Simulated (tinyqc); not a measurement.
The window in starting coverage: bottom-up copper filling of a trench by curvature-enhanced accelerator coverage. Computed by tinyqc, a small Python program. Command: `OMP_NUM_THREADS=1 python tinyqc.py 3001517 3001518 out.jsonl superfill walk`. One thread of a shared host (Intel(R) Xeon(R) Processor @ 2.30GHz), about 0.05 s of CPU time with the checks.

A rectangular trench keeps vertical walls and a flat floor. An accelerator floats on the surface; where area is lost in the corners it is passed on to the floor.

Inputs (values chosen for the exercise, close to those used for damascene copper plating):

| quantity | value | unit |
|---|---|---|
| trench width w | 310 | nm |
| aspect ratio h/w | 2 | - |
| exchange current of the suppressed surface i_0 | 0.02 | mA/cm^2 |
| exchange current of the accelerated surface i_1 | 1.5 | mA/cm^2 |
| transfer coefficient alpha | 0.36 | - |
| overpotential eta | 0.14 | V |
| adsorption rate k_a | 0.00015 | 1/s |
| cupric ion concentration C | 0.28 | mol/l |
| diffusivity D | 5.3e-06 | cm^2/s |
| boundary layer delta | 63 | um |
| temperature T | 298 | K |

Constants: e = 1.602176634e-19 C; N_A = 6.02214076e+23 1/mol; k_B = 8.617333262e-05 eV/K.

Method. Kinetic current i_k = [i_0 (1 - theta) + i_1 theta] exp(alpha eta/(k_B T)), limit i_L = 2 F D C/delta, i = 1/(1/i_k + 1/i_L); velocity v = i Omega/(2F), Omega = 7.11 cm^3/mol, F = e N_A. Depletion inside the trench is ignored. Half width x, floor height y, depth h = aspect ratio x w. dx/dt = -v_s, dy/dt = v_b. d theta_b/dt = k_a (1 - theta_b) + [theta_s v_b + theta_b v_s]/x: the floor takes the accelerator of the wall it covers and keeps its own as it narrows. d theta_s/dt = k_a (1 - theta_s). theta_b is capped at 1. Integrate (tolerance 1e-9) until the walls meet (x = 0.02 w/2) or the floor passes the original mouth y = h. Start: x = w/2, y = 0, theta_b = theta_s = theta_0. Height filled = y/h, opening left = x/(w/2).

Outcome:

| theta_0 | v(1)/v(theta_0) | height filled | opening left | time (s) |
|---|---|---|---|---|
| 0.001 | 56.740 | 0.85728 | 0.02 | 647.29 |
| 0.003 | 49.891 | 0.85974 | 0.02 | 635.91 |
| 0.010 | 35.095 | 0.86903 | 0.02 | 597.83 |
| 0.020 | 24.680 | 0.88182 | 0.02 | 548.08 |
| 0.050 | 13.112 | 0.89531 | 0.02 | 428.39 |
| 0.100 | 7.420 | 0.83682 | 0.02 | 302.06 |
| 0.200 | 4.034 | 0.66791 | 0.02 | 183.45 |
| 0.400 | 2.175 | 0.46287 | 0.02 | 102.67 |
| 0.800 | 1.199 | 0.29076 | 0.02 | 57.12 |

What follows from these numbers?

No row fills the trench; the best, at theta_0 = 0.05, reaches 90 % of the height. Too little accelerator takes too long to concentrate. Too much speeds the walls as well and removes the contrast.

Extremes, crossings and ranges named in words are read from the listed rows.
